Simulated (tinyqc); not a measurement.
# Fully depleted semiconductor-on-insulator film with two gates, non-linear Poisson equation by Newton steps: charge against front-gate voltage

One dimension across the film, front interface at x = 0, back interface at x = ts. psi is counted from the intrinsic level, n = ni exp(psi/Vt) (source grounded), holes neglected, acceptors ionised. Gates act through Cox = eps0 eox/tox and Cbox = 3.9 eps0/tb with potentials G1 = Vg - (phiM - chi - Vt ln(Nc/ni)) and G2 = Vb - (phiB - chi - Vt ln(Nc/ni)). Classical Boltzmann densities, no interface charge, no depletion in the back plane.

ni = sqrt(Nc Nv) exp(-Eg/(2 Vt)), Eg in volts. The Poisson equation eps0 eps_r d2psi/dx2 = q (n + Na), with -eps0 eps_r dpsi/dx = Cox (G1 - psi) at x = 0 and eps0 eps_r dpsi/dx = Cbox (G2 - psi) at x = ts, is solved on 300 equal intervals with half boxes at both ends; N_inv is the trapezoid sum of n. Swing = ln 10/(d ln N_inv/dVg); the last column is (dN_inv/dVb)/(dN_inv/dVg).

Values chosen for this exercise; band and dielectric values close to those of silicon:
- T = 400 K (temperature)
- Eg = 1.1 eV (band gap)
- eps_r = 11.6 (relative permittivity)
- Nc = 4.26e19 cm^-3 (conduction-band density of states at T)
- Nv = 4.06e19 cm^-3 (valence-band density of states at T)
- chi = 4.03 eV (electron affinity)
- eox = 3.9 (relative permittivity of the gate insulator (close to silicon dioxide))
- tox = 1.2 nm (insulator thickness)
- ts = 10 nm (film thickness)
- tb = 19 nm (buried-oxide thickness (eps_r 3.9))
- Na = 3.7e17 cm^-3 (acceptor density of the film)
- phiM = 4.63 eV (work function of the front gate)
- phiB = 4.08 eV (work function of the back plane)
- Vb = 0 V (back-gate voltage)

Constants: q = 1.602176634e-19 C, kB = 1.380649e-23 J/K, Vt = kB T/q, eps0 = 8.8541878128e-14 F/cm where lengths are in cm. Results are converted to the units shown.

Charge against front-gate voltage:

| Vg (V) | psi front (V) | psi back (V) | N_inv (cm^-2) | centroid/ts | swing (mV/decade) | q dN_inv/dVg over Cox | back/front leverage |
|---|---|---|---|---|---|---|---|
| 0.02 | -0.0203 | 0.0336 | 5.74e6 | 0.632 | 92.4 | 7.96e-6 | 0.164 |
| 0.17 | 0.122 | 0.154 | 2.45e8 | 0.581 | 91.7 | 3.42e-4 | 0.155 |
| 0.32 | 0.264 | 0.274 | 1.05e10 | 0.526 | 93.4 | 0.0144 | 0.144 |
| 0.47 | 0.394 | 0.370 | 2.60e11 | 0.439 | 144 | 0.232 | 0.122 |
| 0.62 | 0.481 | 0.404 | 1.35e12 | 0.308 | 312 | 0.554 | 0.0918 |
| 0.77 | 0.533 | 0.414 | 3.11e12 | 0.218 | 547 | 0.727 | 0.0771 |
| 0.92 | 0.566 | 0.417 | 5.19e12 | 0.167 | 818 | 0.813 | 0.0707 |
| 1.07 | 0.590 | 0.419 | 7.45e12 | 0.135 | 1.11e3 | 0.861 | 0.0674 |
| 1.22 | 0.609 | 0.420 | 9.82e12 | 0.114 | 1.41e3 | 0.890 | 0.0655 |

What does the table show?

N_inv passes 1e11 cm^-2 at Vg = 0.418 V. The swing starts at 92.4 mV a decade, against (1 + k) Vt ln 10 = 83.6 for a front channel with k = Cs Cbox/(Cox (Cs + Cbox)) = 0.0537, Cs = eps0 eps_r/ts; above threshold this column is no longer a subthreshold swing. The centroid falls from 0.632 to 0.114 of ts and the leverage of the back gate falls from 0.164 to 0.0655. For Vg = 0.77, 0.92, 1.07, 1.22 the density at an interface exceeds 0.3 Nc, where Boltzmann statistics fail. For Vg = 0.77, 0.92, 1.07, 1.22 the classical centroid lies within 3 nm of an interface, where confinement, left out, would push it away.

tinyqc, about 0.3 s, one thread, Intel Xeon 2.30GHz (shared host): `OMP_NUM_THREADS=1 python tinyqc.py 2190009 2190010 out.jsonl`
